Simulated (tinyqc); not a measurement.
# Worked calculation: resistance of a tapered via with liner, size effect and interface

Computed by the program tinyqc: `OMP_NUM_THREADS=1 python tinyqc.py 2750002 2750003 out.jsonl`, one thread of a shared Intel Xeon 2.30GHz, about 0.01 s for the whole run. Printed values are rounded.

A round via whose diameter grows from db at the bottom as D(z) = db + 2 z/tan(ang). The fill, of diameter D - 2 tl, starts above the bottom liner (thickness fb tl) and has rho = rho0 (1 + ks lam/(D - 2 tl)); the sidewall liner conducts in parallel with it. The bottom liner and the interface are crossed over the full area pi db^2/4. Spreading in the lines above and below is left out.

Parameters, values chosen for the exercise; fill metal close to ruthenium: diameter at the bottom db = 21 nm; height hv = 29 nm; sidewall angle ang = 89 degrees; bulk resistivity of the fill rho0 = 7.62 uohm cm; mean free path of the fill lam = 6.69 nm; size-effect factor ks = 0.7; liner on the sidewall tl = 0.5 nm; liner at the bottom over that on the sidewall fb = 0.5; resistivity of the liner rl = 490 uohm cm; interface resistivity at the bottom ri = 2.6e-12 ohm cm^2; ballistic conductance per area, about 3/(4 rho0 lam) Sb = 1.5e15 S/m^2.

## Slices of the via

Slices between z0 = fb tl and hv, evaluated at their midpoints: conductance per length pi/4 [(D - 2 tl)^2/rho + (D^2 - (D - 2 tl)^2)/rl], slice resistance = slice height over that. 8 slices.

```
slice	z (nm)	D (nm)	rho (uohm cm)	slice resistance (ohm)
0	2.046875	21.07146	9.397871	1.065319
1	5.640625	21.19691	9.386827	1.050905
2	9.234375	21.32237	9.375920	1.036778
3	12.82812	21.44783	9.365146	1.022933
4	16.42188	21.57329	9.354504	1.009361
5	20.01562	21.69875	9.343991	0.9960554
6	23.60938	21.82421	9.333605	0.9830093
7	27.20312	21.94966	9.323343	0.9702162
```

## Total resistance

R_fill = sum of the slices; R_bottom = rl fb tl/(pi db^2/4); R_interface = ri/(pi db^2/4); ballistic (Sharvin) limit 1/(Sb pi (db - 2 tl)^2/4); ideal cylinder rho0 hv/(pi db^2/4).

parts (ohm): fill 8.134577, bottom liner 3.536777, interface 0.7506628
R = 12.42202 ohm
shares (%): fill 65.48516, bottom liner 28.47184, interface 6.04300
ballistic limit = 2.122066 ohm
ideal cylinder = 6.380056 ohm

The fill is the largest part, and R is 1.95 times the ideal cylinder. With 2000 slices R = 12.422 ohm.
